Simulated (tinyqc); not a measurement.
Bulk resistivity and mean free path from two films.

Inverse problem. In the thick-film limit single-crystal films obey rho = rho0 (1 + 3 (1 - ps) lam/(8 d)). Find rho0, lam and the product rho0 lam.

Values chosen for this exercise:
```
symbol  value  unit                               meaning
ps          0        specular share of surface scattering
```

rho at d = 25 and 65 nm (uohm cm): 7.4080050  6.7076942

Answer. rho is a straight line in 1/d: the intercept is rho0 and the slope (3/8)(1 - ps) rho0 lam. Without ps only the product (1 - ps) lam could be found.

rho0 = 6.27 uohm cm
lam = 12.1 nm
rho0 lam = 75.9 uohm cm nm

Numbers from tinyqc (`OMP_NUM_THREADS=1 python tinyqc.py 2100021 2100022 out.jsonl`; about 0.01 s on one thread of a shared Intel Xeon 2.30GHz).
